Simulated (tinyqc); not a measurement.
Capacitances against the distance to each plane.

Endless row of lines of width wl, height tl and space sl between grounded planes at distance hd; e2 fills the gaps beside the lines, e1 the rest. Laplace's equation is solved on meshes of 3, 6 and 12 steps per unit u and extrapolated (Aitken), which is good to about 0.2 %. C_even (all lines at 1 V) is the capacitance Cg to the planes; C_odd (neighbours in antiphase) = Cg + 4 Cc if only nearest neighbours couple, which defines Cc; total with quiet neighbours Cg + 2 Cc. Plate values 2 eps0 e1 wl/hd and eps0 e2 tl/sl.

Values chosen for this exercise:
- e1 = 3 (relative permittivity above and below the lines)
- e2 = 2.7 (relative permittivity between the lines)
- wl = 6 u (line width, in units u)
- tl = 6 u (line height)
- sl = 4 u (space between lines)

Constants: eps0 = 8.8541878128e-12 F/m. Results are converted to the units shown.

The same in every row: plate Cc (aF/um) = 35.9.

Results:
```
hd (u)	Cg (aF/um)	Cc (aF/um)	Cg + 2 Cc (aF/um)	C_odd (aF/um)	plate Cg (aF/um)	share of coupling, 2 Cc/(Cg + 2 Cc) (%)
2	234	31.9	298	362	159	21.4
3	162	37.5	237	312	106	31.6
4	124	41.8	208	291	79.7	40.2
5	101	45.2	191	281	63.8	47.3
8	64.1	52.1	168	272	39.8	61.9
10	51.7	54.9	162	271	31.9	68.0
```

Estimate the missing row, hd = 6 u.

Computed row:
```
hd (u)	Cg (aF/um)	Cc (aF/um)	Cg + 2 Cc (aF/um)	C_odd (aF/um)	plate Cg (aF/um)	share of coupling, 2 Cc/(Cg + 2 Cc) (%)
6	84.6	47.9	180	276	53.1	53.1
```

With this row back in the table: As hd goes from 2 to 10, Cg falls from 234 to 51.7 aF/um, Cc rises from 31.9 to 54.9 aF/um and the share of coupling rises from 21.4 to 68.0 %. Cg is 1.47 times its plate value in the first row and 1.62 times in the last; for Cc the ratios are 0.890 and 1.53. Neighbours in antiphase raise the load by a factor of 1.21 and 1.68 over quiet ones. For hd = 10 the planes are farther than 0.8 of the pitch, so second neighbours couple too and Cg + 2 Cc understates the quiet load by a per cent or more.

Numbers from tinyqc (`OMP_NUM_THREADS=1 python tinyqc.py 2790123 2790124 out.jsonl`; about 0.8 s on one thread of a shared Intel Xeon 2.30GHz).
